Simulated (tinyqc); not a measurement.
Inputs raised by 5 %, one at a time: Cabrera-Mott growth of a thin oxide under its own electric field. Computed by tinyqc, a small Python program. Command: `OMP_NUM_THREADS=1 python tinyqc.py 3004173 3004174 out.jsonl cabrera sens`. One thread of a shared host (Intel(R) Xeon(R) Processor @ 2.30GHz), about 0.04 s of CPU time with the checks.

Electrons cross the film freely and set a fixed potential V across it; the field V/x lowers the barrier for ions entering the oxide.

Inputs (values chosen for the exercise, for a model metal):
```
quantity                     value        unit
barrier W                     1.23          eV
Mott potential V               1.3           V
ion charge number z              2           -
half jump distance b           1.8    angstrom
prefactor u0 = N Omega nu  4.7e+13  angstrom/s
temperature T                  450           K
starting thickness x0          5.1    angstrom
time t                          72           s
```

Backward hops: kept.

Constants: k_B = 8.617333262e-05 eV/K.

Method:
- u = u0 exp(-W/(k_B T)), X1 = z b V/(k_B T) with V in volts and k_B T in eV; dx/dt = 2 u sinh(X1/x).
- t(x) = int_(x0)^x dx / (dx/dt) by Gauss-Legendre quadrature (80 points on each side of (x0 + 2 x)/3), solved for x.
- Growth counts as stopped when u exp(X1/x) falls to 1e-5 angstrom/s: x_L = X1/ln(1e-5/u), defined while u is below that rate; the critical temperature is T_c = W/(k_B ln(u0/1e-5)).

Runs; columns: (1) input moved; (2) from; (3) to; (4) thickness x (angstrom); (5) rate at time t (angstrom/s); (6) field at time t (MV/cm); (7) critical temperature T_c (K):
```
(1)                                         (2)        (3)    (4)    (5)    (6)    (7)
base run                                      -          -  185.9  1.097  0.699  332.0
barrier W (eV)                             1.23     1.2915  100.3  0.490  1.297  348.6
Mott potential V (V)                        1.3      1.365  191.2  1.123  0.714  332.0
half jump distance b (angstrom)             1.8       1.89  191.2  1.123  0.680  332.0
prefactor u0 = N Omega nu (angstrom/s)  4.7e+13  4.935e+13  189.8  1.125  0.685  331.6
temperature T (K)                           450      472.5  357.3  2.336  0.364  332.0
time t (s)                                   72       75.6  189.8  1.071  0.685  332.0
```

Exponents ln(y'/y) / ln(x'/x):
```
input                      thickness x  rate at time t  field at time t  critical temperature T_c
barrier W                      -12.661         -16.533           12.661                     1.000
Mott potential V                 0.576           0.483            0.424                     0.000
half jump distance b             0.576           0.483           -0.576                     0.000
prefactor u0 = N Omega nu        0.426           0.517           -0.426                    -0.023
temperature T                   13.389          15.501          -13.389                     0.000
time t                           0.426          -0.483           -0.426                     0.000
```

To which inputs is each result most sensitive?

Among the inputs moved here: thickness x answers most in size to temperature T (exponent +13.389), next to barrier W (-12.661). Rate at time t answers most in size to barrier W (exponent -16.533), next to temperature T (+15.501). Field at time t answers most in size to temperature T (exponent -13.389), next to barrier W (+12.661). Critical temperature T_c answers most in size to barrier W (exponent +1.000), next to prefactor u0 = N Omega nu (-0.023); its exponent is below 0.0005 for Mott potential V, half jump distance b, temperature T, time t.

Caution (all rows): the starting field or rate is formal: the first layers form as fast as oxygen arrives. Caution (all rows): electrons tunnel only through a few nanometres, so beyond about 10 nm a fixed Mott potential is doubtful.
